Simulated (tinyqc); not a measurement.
Pariser-Parr-Pople SCF with singles CI, for the molecule C=CC1=CC(=O)C=CC1=O (SMILES; centres numbered as the heavy atoms are written), step by step. One step of it, computed by the program tinyqc.

Question. Iteration 2: Fock matrix. F_rr = H_rr + P_rr gamma_rr / 2 + sum_(s != r) P_ss gamma_rs; F_rs = H_rs - P_rs gamma_rs / 2; E = tr P (H + F) / 2 + core repulsion sum_(r<s) z_r z_s gamma_rs.

P after iteration 1:
```
            1C         2C         3C         4C         5C         6O         7C         8C
1C    0.972747   0.906216   0.034359  -0.349875  -0.069526   0.188178   0.052792   0.033863
2C    0.906216   0.997261   0.404929  -0.014417  -0.058297   0.025150  -0.016011  -0.006637
3C    0.034359   0.404929   0.957536   0.776341   0.092611  -0.259503  -0.128986  -0.041591
4C   -0.349875  -0.014417   0.776341   0.973761   0.422620  -0.001653  -0.036022  -0.155889
5C   -0.069526  -0.058297   0.092611   0.422620   0.801313   0.749015   0.388445   0.093072
6O    0.188178   0.025150  -0.259503  -0.001653   0.749015   1.305449   0.015773  -0.272180
7C    0.052792  -0.016011  -0.128986  -0.036022   0.388445   0.015773   0.953271   0.850317
8C    0.033863  -0.006637  -0.041591  -0.155889   0.093072  -0.272180   0.850317   0.959356
9C   -0.064389   0.028292   0.357115   0.083653  -0.038834  -0.093476   0.101584   0.396089
10O  -0.027178  -0.090246   0.018291  -0.238325  -0.091827   0.325831  -0.288808   0.013392

            9C        10O
1C   -0.064389  -0.027178
2C    0.028292  -0.090246
3C    0.357115   0.018291
4C    0.083653  -0.238325
5C   -0.038834  -0.091827
6O   -0.093476   0.325831
7C    0.101584  -0.288808
8C    0.396089   0.013392
9C    0.788239   0.775945
10O   0.775945   1.291067
```

core matrix H (eV):
```
             1C          2C          3C          4C          5C          6O          7C          8C
1C   -46.816925   -2.140000    0.000000    0.000000    0.000000    0.000000    0.000000    0.000000
2C    -2.140000  -52.477330   -2.140000    0.000000    0.000000    0.000000    0.000000    0.000000
3C     0.000000   -2.140000  -60.212615   -2.140000    0.000000    0.000000    0.000000    0.000000
4C     0.000000    0.000000   -2.140000  -56.695225   -2.140000    0.000000    0.000000    0.000000
5C     0.000000    0.000000    0.000000   -2.140000  -56.580601   -2.170000   -2.140000    0.000000
6O     0.000000    0.000000    0.000000    0.000000   -2.170000  -54.734101    0.000000    0.000000
7C     0.000000    0.000000    0.000000    0.000000   -2.140000    0.000000  -53.969565   -2.140000
8C     0.000000    0.000000    0.000000    0.000000    0.000000    0.000000   -2.140000  -54.841522
9C     0.000000    0.000000   -2.140000    0.000000    0.000000    0.000000    0.000000   -2.140000
10O    0.000000    0.000000    0.000000    0.000000    0.000000    0.000000    0.000000    0.000000

             9C         10O
1C     0.000000    0.000000
2C     0.000000    0.000000
3C    -2.140000    0.000000
4C     0.000000    0.000000
5C     0.000000    0.000000
6O     0.000000    0.000000
7C     0.000000    0.000000
8C    -2.140000    0.000000
9C   -59.774460   -2.170000
10O   -2.170000  -59.619062
```

repulsion gamma_rs (eV):
```
           1C        2C        3C        4C        5C         6O        7C        8C
1C   9.900000  7.134001  5.092543  3.618977  2.844125   2.317387  2.741430  3.239610
2C   7.134001  9.900000  7.131948  5.092695  3.618491   2.885927  3.240011  3.618359
3C   5.092543  7.131948  9.900000  7.132990  5.092695   3.706298  4.564677  5.092546
4C   3.618977  5.092695  7.132990  9.900000  7.131948   5.344921  5.092546  4.563025
5C   2.844125  3.618491  5.092695  7.131948  9.900000   7.882756  7.133179  5.091996
6O   2.317387  2.885927  3.706298  5.344921  7.882756  14.630000  5.345739  3.706128
7C   2.741430  3.240011  4.564677  5.092546  7.133179   5.345739  9.900000  7.132990
8C   3.239610  3.618359  5.092546  4.563025  5.091996   3.706128  7.132990  9.900000
9C   4.563929  5.092546  7.133179  5.091996  4.563338   3.302074  5.092695  7.131948
10O  5.344924  4.743351  5.345739  3.706128  3.302074   2.532872  3.706298  5.344921

           9C        10O
1C   4.563929   5.344924
2C   5.092546   4.743351
3C   7.133179   5.345739
4C   5.091996   3.706128
5C   4.563338   3.302074
6O   3.302074   2.532872
7C   5.092695   3.706298
8C   7.131948   5.344921
9C   9.900000   7.882756
10O  7.882756  14.630000
```

Centres (angstrom, eV; a flat drawing with bonds scaled to 1.40 angstrom):
```
centre          x          y  core charge z          W   gamma_rr
1C      -2.968000  -0.786000              1   9.920000   9.900000
2C      -1.693000  -1.363000              1   9.920000   9.900000
3C      -0.555000  -0.547000              1   9.920000   9.900000
4C       0.720000  -1.125000              1   9.920000   9.900000
5C       1.858000  -0.309000              1   9.920000   9.900000
6O       3.133000  -0.886000              1  17.710000  14.630000
7C       1.720000   1.084000              1   9.920000   9.900000
8C       0.445000   1.662000              1   9.920000   9.900000
9C      -0.693000   0.846000              1   9.920000   9.900000
10O     -1.968000   1.423000              1  17.710000  14.630000
```

Give: F; pi energy.

Answer.

F (eV):
```
          1C       2C       3C       4C       5C        6O       7C       8C
1C   -4.9634  -5.3725  -0.0875   0.6331   0.0989   -0.2180  -0.0724  -0.0549
2C   -5.3725  -5.4481  -3.5840   0.0367   0.1055   -0.0363   0.0259   0.0120
3C   -0.0875  -3.5840  -5.7803  -4.9088  -0.2358    0.4809   0.2944   0.1059
4C    0.6331   0.0367  -4.9088  -5.7228  -3.6471    0.0044   0.0917   0.3557
5C    0.0989   0.1055  -0.2358  -3.6471  -4.5820   -5.1222  -3.5254  -0.2370
6O   -0.2180  -0.0363   0.4809   0.0044  -5.1222  -10.4580  -0.0422   0.5044
7C   -0.0724   0.0259   0.2944   0.0917  -3.5254   -0.0422  -5.6863  -5.1727
8C   -0.0549   0.0120   0.1059   0.3557  -0.2370    0.5044  -5.1727  -5.7729
9C    0.1469  -0.0720  -3.4137  -0.2130   0.0886    0.1543  -0.2587  -3.5524
10O   0.0726   0.2140  -0.0489   0.4416   0.1516   -0.4126   0.5352  -0.0358

          9C       10O
1C    0.1469    0.0726
2C   -0.0720    0.2140
3C   -3.4137   -0.0489
4C   -0.2130    0.4416
5C    0.0886    0.1516
6O    0.1543   -0.4126
7C   -0.2587    0.5352
8C   -3.5524   -0.0358
9C   -4.7246   -5.2283
10O  -5.2283  -10.6909
```

pi energy = -133.0590 eV
